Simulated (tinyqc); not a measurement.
Which coupling does what: hole subbands of a hard-walled well, four-band Luttinger model.

Hole energies are counted downwards from the unstrained band edge, c = hbar^2/2m0. After the usual block transformation one block is H = [[P + Q - Zs, R - i S], [R + i S, P - Q + Zs]] in (heavy, light), with P +/- Q = c [(g1 +/- g2) k^2 + (g1 -/+ 2 g2) kz^2], R = sqrt(3) c gR k^2, S = 2 sqrt(3) c g3 k kz, kz = -i d/dz; axial approximation gR = (g2 + g3)/2. Zs = b (e_par - e_perp) is the shear part of the strain (the hydrostatic part shifts all levels alike and is left out). Basis sqrt(2/L) sin(n pi z/L), n = 1 to N, for each component: kz^2 gives (n pi/L)^2 and the heavy-light block is R delta_nm - 2 sqrt(3) c g3 k D_nm with D_nm = 4 n m/(L (n^2 - m^2)) for n + m odd, 0 otherwise. The other block has the same levels. The split-off band is left out.

Constants: hbar^2/2m0 = 3.80998211 eV angstrom^2.

Parameters, chosen for this exercise (near those of GaAs; shifted at random, so the results belong to these values and not to a real crystal):
- g1 = 6.96 (Luttinger gamma1)
- g2 = 2.06 (gamma2)
- g3 = 2.93 (gamma3)
- L = 65 angstrom (well width along [001])
- k = 0.0355 1/angstrom (wave vector in the plane)

shear strain energy Zs = 0.045004 eV

N = 20, at the given k. Diagonal: R = S = 0. Along [100] and [110] gR is g2 and g3 instead of their mean.

Hole energies (meV):
```
model,E1,E2,E3,E4
diagonal,23.58,99.41,167.14,225.79
R alone,20.64,98.23,170.08,225.20
S alone,15.37,58.01,176.22,190.82
axial,12.22,58.04,175.87,192.74
[100],13.20,58.05,175.98,192.13
[110],11.07,58.02,175.74,193.46
```

The couplings move E1 by -11.36 meV: R alone by -2.94, S alone by -8.21, so S matters more at k L/pi = 0.73 (R grows as k^2 and joins equal n, S as k and joins n of opposite parity). Warping spreads E1 by 2.13 meV between [100] and [110], the hole being heavier along [110]; the axial value lies between them.

tinyqc: `OMP_NUM_THREADS=1 python tinyqc.py 1282455 1282456 out.jsonl`; about 0.2 s, one thread, shared Intel(R) Xeon(R) Processor @ 2.30GHz.
